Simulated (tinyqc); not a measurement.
# MOS inversion layer, Poisson-Schroedinger loop, step by step

Computed by the program tinyqc: `OMP_NUM_THREADS=1 python tinyqc.py 2160074 2160075 out.jsonl`, one thread of a shared Intel Xeon 2.30GHz, about 0.2 s for the whole run. Printed values are rounded.

Electrons confined at an insulator interface at z = 0, treated as a hard wall; parabolic valleys, Hartree approximation, no image or exchange terms. The depletion charge lies far deeper than the electrons and gives a uniform field q Nd/(eps0 eps_r); the gate balances all charge. Energies are counted from the band edge at the interface.

Parameters, values chosen for the exercise; masses and permittivity close to those of 4H silicon carbide (0001):
- T = 200 K (temperature)
- eps_r = 9.79 (relative permittivity)
- mz1 = 0.334 m0 (mass along z of valley set A (3 valley(s)))
- md1 = 0.413 m0 (in-plane density-of-states mass of set A)
- Ns = 1.2e13 cm^-2 (sheet density of electrons)
- Nd = 1.3e12 cm^-2 (sheet density of depletion charge)
- hz = 0.52 nm (mesh step)
- a = 0.3 (mixing factor)

Constants: q = 1.602176634e-19 C, kB = 1.380649e-23 J/K, hbar = 1.054571817e-34 J s, m0 = 9.1093837015e-31 kg, Vt = kB T/q, eps0 = 8.8541878128e-14 F/cm where lengths are in cm, hbar^2/(2 m0) = 0.0380998212 eV nm^2. Results are converted to the units shown.

## Fixed part of the potential

z, node 1 to 17 (nm): [0.52, 1.04, 1.56, 2.08, 2.6, 3.12, 3.64, 4.16, 4.68, 5.2, 5.72, 6.24, 6.76, 7.28, 7.8, 8.32, 8.84]

V0 = q Nd z/(eps0 eps_r) in eV.

fixed potential V0, node 1 to 17 (eV): [0.012495, 0.024989, 0.037484, 0.049979, 0.062473, 0.074968, 0.087463, 0.099958, 0.112452, 0.124947, 0.137442, 0.149936, 0.162431, 0.174926, 0.187420, 0.199915, 0.212410]

## Round 1: levels and probability densities

self-consistent potential U at the start, node 1 to 17 (eV): [0, 0, 0, 0, 0, 0, 0, 0, 0, 0, 0, 0, 0, 0, 0, 0, 0]

Tridiagonal Hamiltonian with psi = 0 one step beyond both ends: H_ii = C (1/m_(i-1/2) + 1/m_(i+1/2))/hz^2 + V0_i + U_i, H_(i,i+1) = -C/(m_(i+1/2) hz^2), C = hbar^2/(2 m0). The lowest 2 level(s) are kept, normalised to hz sum |psi|^2 = 1. The mass is the same on all intervals.

levels (eV): A1 0.094074, A2 0.164770
|psi|^2 of A1, node 1 to 17 (1/nm): [0.054852, 0.179029, 0.294568, 0.347579, 0.330339, 0.267176, 0.189765, 0.120772, 0.069839, 0.037069, 0.018194, 0.008299, 0.003526, 0.001390, 0.000499, 0.000152, 0.000029]
|psi|^2 of A2, node 1 to 17 (1/nm): [0.055694, 0.149620, 0.167651, 0.095207, 0.015302, 0.008309, 0.082140, 0.184495, 0.256509, 0.271019, 0.235788, 0.175653, 0.114178, 0.064934, 0.031639, 0.012206, 0.002734]

## Round 1: Fermi level and occupations

Level k holds N_k = D_k Vt ln(1 + exp((EF - E_k)/Vt)) with D = 3 md1 m0 q/(pi hbar^2) per eV (spin included); EF is fixed by sum N_k = Ns.

EF = 0.111042 eV
N_k (cm^-2): A1 1.16136e13, A2 3.86408e11

## Round 1: density, output potential and mixing

n_i = sum_k N_k |psi_k|^2 (converted to cm^-3). Hartree part by Gauss: on the interval before node i the electrons still beyond are S_i = Ns - hz sum_(j<i) n_j, and U_i = U_(i-1) + q S_i hz/(eps0 eps_r) in eV, U_0 = 0 at the interface. Mixing: U(new) = U + a (U(out) - U).

n, node 1 to 17 (in units of 1e19 cm^-3): [0.65855, 2.13698, 3.48577, 4.07343, 3.84234, 3.10609, 2.23559, 1.47389, 0.91020, 0.53523, 0.30240, 0.16426, 0.08507, 0.04124, 0.01802, 0.00648, 0.00140]
U(out), node 1 to 17 (eV): [0.115336, 0.227380, 0.328744, 0.412686, 0.476270, 0.520651, 0.549507, 0.567191, 0.577508, 0.583276, 0.586369, 0.587950, 0.588711, 0.589047, 0.589176, 0.589215, 0.589222]
U after round 1, node 1 to 17 (eV): [0.034601, 0.068214, 0.098623, 0.123806, 0.142881, 0.156195, 0.164852, 0.170157, 0.173252, 0.174983, 0.175911, 0.176385, 0.176613, 0.176714, 0.176753, 0.176765, 0.176767]

## Course of the self-consistent loop

Start from U = 0. Stop when the largest |U(out) - U| is below 1e-7 eV, or after 60 rounds. From round 2 on: Anderson mixing of depth m keeps the last m inputs V and residuals F = V(out) - V(in), fits c by least squares to F = dF c over their successive differences dF, dV, and sets V(new) = V + a F - (dV + a dF) c. Here m = 3.

Course of the iteration:
```
round  level A1 (eV)   EF (eV)  largest |U(out) - U| (eV)
1          0.0940744  0.111042                      0.589
2           0.212201  0.230041                      0.250
3           0.316086  0.334021                     0.0775
4           0.373324  0.391257                     0.0173
5           0.378892  0.396790                    1.58e-3
6           0.379662  0.397556                    5.76e-4
7           0.379966  0.397861                    2.45e-4
8           0.379977  0.397872                    1.44e-4
9           0.379994  0.397890                    7.51e-5
10          0.379980  0.397875                    5.81e-5
11          0.379930  0.397826                    1.10e-5
12          0.379928  0.397824                    6.41e-6
13          0.379932  0.397828                    1.70e-6
14          0.379932  0.397828                    1.24e-6
15          0.379932  0.397827                    3.23e-7
16          0.379932  0.397827                    1.35e-7
17          0.379932  0.397827                    9.77e-8
```

Converged in 17 rounds.

## Converged levels, occupations and centroid

converged U, node 1 to 17 (eV): [0.115336, 0.214457, 0.281700, 0.319948, 0.339282, 0.348297, 0.352268, 0.353953, 0.354654, 0.354945, 0.355067, 0.355117, 0.355138, 0.355146, 0.355149, 0.355150, 0.355150]

Solve for the levels with V0 + U, find EF, n_i = sum_k N_k |psi_k|^2 (in cm^-3); share of each level N_k/Ns; centroid sum n z/sum n.

levels (eV): A1 0.379932, A2 0.493714
EF = 0.397827 eV
shares (%): A1 99.7155, A2 0.2845
n, node 1 to 17 (in units of 1e19 cm^-3): [3.24424, 6.37838, 5.80149, 3.78423, 2.06500, 1.00906, 0.45733, 0.19683, 0.08216, 0.03396, 0.01414, 0.00597, 0.00253, 0.00105, 0.00041, 0.00014, 0.00003]
centroid = 1.60122 nm

An 800-node mesh to 15 nm with 8 levels a set gives A1 = 0.3840 eV, EF = 0.4019 eV and a centroid of 1.628 nm; the levels kept above hold 100 % of the electrons there. The coarse centroid is 1.6 % below the fine one.

## Closed-form estimates

Triangular well: E_k = a_k (C F^2/mz)^(1/3), a_1 = 2.338107, a_2 = 4.087949, C = hbar^2/(2 m0), F in eV/nm. Fang-Howard (all electrons in the lowest level of set A): b^3 = 6 (mz1/C) q (Nd + 11 Ns/32)/(eps0 eps_r), centroid 3/b, level C b^2/(4 mz1) + (3/b) q (Nd + 11 Ns/16)/(eps0 eps_r). Use F = q (Nd + Ns)/(eps0 eps_r), the surface field, and F = q (Nd + Ns/2)/(eps0 eps_r).

A1 with the surface field = 0.444983 eV
A1 with Nd + Ns/2 = 0.298303 eV
A2 with Nd + Ns/2 = 0.521554 eV
b = 1.74068 1/nm
Fang-Howard centroid = 1.72347 nm
Fang-Howard level = 0.390626 eV

Against the self-consistent A1 = 0.3840 eV on a fine mesh, the surface-field estimate is 16 % above it, the half-charge one 22 % below it and Fang-Howard 1.7 % above it. A1 holds 99.8 % of the electrons, and the Fang-Howard centroid is 5.9 % above the full one.
